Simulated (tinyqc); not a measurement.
From results back to parameters: smearing for a one-band metal on the fcc lattice. Five cases, with inputs chosen for the exercise.

Problem. With Gaussian smearing, f = erfc(x)/2, s = exp(-x^2)/(2 sqrt(pi)), x = (E_k - mu)/sigma and free energy F = E - sigma S, small widths give F(sigma) = E0 - D sigma^2/4, where D is the density of states at the Fermi level (both spins, per cell). F at two widths was computed from hidden E0 and D.

Case 1.

Values chosen: s1 = 0.123 eV; s2 = 0.246 eV.
F(s1) = -2.9299023 eV
F(s2) = -2.9452090 eV

Case 2.

Values chosen: s1 = 0.06 eV; s2 = 0.12 eV.
F(s1) = -1.1517166 eV
F(s2) = -1.1559664 eV

Case 3.

Values chosen: s1 = 0.149 eV; s2 = 0.298 eV.
F(s1) = -4.1998611 eV
F(s2) = -4.2348443 eV

Case 4.

Values chosen: s1 = 0.081 eV; s2 = 0.162 eV.
F(s1) = -2.0390884 eV
F(s2) = -2.0471535 eV

Case 5.

Values chosen: s1 = 0.142 eV; s2 = 0.284 eV.
F(s1) = -2.5093324 eV
F(s2) = -2.5397296 eV

Find: D; E0.

Solution. D = 4 (F(s1) - F(s2))/(s2^2 - s1^2); E0 = F(s1) + D s1^2/4.

Case 1.

D = 1.349 1/eV
E0 = -2.9248 eV

Case 2.

D = 1.574 1/eV
E0 = -1.1503 eV

Case 3.

D = 2.101 1/eV
E0 = -4.1882 eV

Case 4.

D = 1.639 1/eV
E0 = -2.0364 eV

Case 5.

D = 2.010 1/eV
E0 = -2.4992 eV

Computed by tinyqc, one run a case: `OMP_NUM_THREADS=1 python tinyqc.py N N+1 out.jsonl` with N = 1651967, 1651996, 1652051, 1652172, 1652533; one thread of a shared Intel(R) Xeon(R) Processor @ 2.30GHz, about 0.3 s a run at most.
